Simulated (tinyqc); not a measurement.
Changing the uniaxial anisotropy K_u: domain walls in a thin film with perpendicular anisotropy: Bloch, Neel and chiral walls, motion and stripe domains. Computed by tinyqc, a small Python program. Command: `OMP_NUM_THREADS=1 python tinyqc.py 3006528 3006529 out.jsonl mwall sweep`. One thread of a shared host (Intel(R) Xeon(R) Processor @ 2.30GHz), about 0.02 s of CPU time with the checks.

One-dimensional wall: polar angle theta(x), azimuth phi of the moment in the wall (phi = 0 Neel, 90 degrees Bloch). mu_0 = 1.25663706212e-6 T m/A, gamma = 1.76085963023e11 rad/(s T).

Inputs (values chosen for the exercise, for a model film): saturation magnetisation M_s = 1000 kA/m; exchange stiffness A = 22 pJ/m; DMI constant D = 0.31 mJ/m^2; thickness t = 1.3 nm.

Method:
- K_eff = K_u - mu_0 M_s^2/2; Delta = sqrt(A/K_eff); sigma_0 = 4 sqrt(A K_eff); profile theta = 2 arctan exp(x/Delta); quality factor Q = 2 K_u/(mu_0 M_s^2).
- sigma(phi) = sigma_0 + 2 Delta K_D cos^2(phi) - pi D cos(phi), with the wall shape anisotropy K_D = N_x mu_0 M_s^2/2, N_x = t ln 2/(pi Delta). The minimum has cos(phi) = D/D_N for D < D_N = 4 Delta K_D/pi and phi = 0 beyond; sigma turns negative at D_c = (sigma_0 + 2 Delta K_D)/pi.
- Dipolar length l = sigma/(mu_0 M_s^2); for t much smaller than the period the domain width is w = 0.955 t exp(pi l/t) (Kaplan and Gehring), given as log10 of w in nm.

One run for each value; columns: (1) uniaxial anisotropy K_u (kJ/m^3); (2) width parameter Delta (nm); (3) wall energy sigma (mJ/m^2); (4) D_c (mJ/m^2); (5) log10 of the domain width in nm; (6) K_eff (kJ/m^3):
```
(1)     (2)    (3)    (4)    (5)   (6)
668   23.55   3.12  1.304   2.70    40
813   10.91   7.45  2.681   6.32   185
958    8.17  10.16  3.544   8.58   330
1100   6.83  12.27  4.216  10.34   472
1250   5.95  14.18  4.823  11.94   622
1390   5.37  15.76  5.327  13.26   762
1540   4.91  17.30  5.817  14.54   912
1680   4.57  18.63  6.239  15.65  1052
1830   4.28  19.95  6.661  16.76  1202
```

Over the rows, width parameter Delta (nm) falls from 23.5 to 4.28 (exponent d ln y / d ln x -3.9 between the first rows and -0.78 between the last); wall energy sigma (mJ/m^2) rises from 3.12 to 20.0 (exponent d ln y / d ln x 4.4 between the first rows and 0.80 between the last); D_c (mJ/m^2) rises from 1.30 to 6.66 (exponent d ln y / d ln x 3.7 between the first rows and 0.77 between the last).

Extremes, crossings and ranges named in words are read from the listed rows.
